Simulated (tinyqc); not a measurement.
From results back to parameters: direct gap of a germanium-like layer under biaxial tension. Three cases, with inputs chosen for the exercise.

Problem. A (001) layer under biaxial tension e_par has ezz = -2 (C12/C11) e_par, Ec = Eg + ac tr(e), E(HH) = -P - Q and E(LH) = -P + (Q - Dso + sqrt(Dso^2 + 2 Dso Q + 9 Q^2))/2 with P = -av tr(e), Q = -b (e_par - ezz). The transition from the light-hole edge is given.

Find: e_par; Ec - E(HH).

Method. Ec - E(LH) falls steadily with tension, so bisection between 0 and 4 % gives the only root; then Ec - E(HH) = Eg + (ac - av) tr(e) + Q.

Case 1.

Values chosen (near those of Ge, gaps at low temperature; shifted at random, so the results belong to these values and not to a real crystal):
- Eg = 0.907 eV (gap at Gamma to the s-like level)
- Dso = 0.293 eV (spin-orbit splitting)
- ac = -8.39 eV (conduction deformation potential)
- av = 1.23 eV (valence hydrostatic potential)
- b = -2.59 eV (tetragonal shear potential)
- C11 = 125.9 GPa
- C12 = 49.2 GPa

Ec - E(LH) = 0.813159 eV

Solution.

e_par = 0.550 %
Ec - E(HH) = 0.8679 eV

Case 2.

Values chosen (near those of Ge, gaps at low temperature; shifted at random, so the results belong to these values and not to a real crystal):
- Eg = 0.892 eV (gap at Gamma to the s-like level)
- Dso = 0.288 eV (spin-orbit splitting)
- ac = -8.25 eV (conduction deformation potential)
- av = 1.24 eV (valence hydrostatic potential)
- b = -2.52 eV (tetragonal shear potential)
- C11 = 129.6 GPa
- C12 = 47.9 GPa

Ec - E(LH) = 0.663462 eV

Solution.

e_par = 1.290 %
Ec - E(HH) = 0.7942 eV

Case 3.

Values chosen (near those of Ge, gaps at low temperature; shifted at random, so the results belong to these values and not to a real crystal):
- Eg = 0.901 eV (gap at Gamma to the s-like level)
- Dso = 0.289 eV (spin-orbit splitting)
- ac = -8.29 eV (conduction deformation potential)
- av = 1.23 eV (valence hydrostatic potential)
- b = -2.58 eV (tetragonal shear potential)
- C11 = 130 GPa
- C12 = 48.4 GPa

Ec - E(LH) = 0.853884 eV

Solution.

e_par = 0.280 %
Ec - E(HH) = 0.8801 eV

Computed by tinyqc, one run a case: `OMP_NUM_THREADS=1 python tinyqc.py N N+1 out.jsonl` with N = 1080506, 1080520, 1080557; one thread of a shared Intel(R) Xeon(R) Processor @ 2.30GHz, about 0.01 s a run at most.
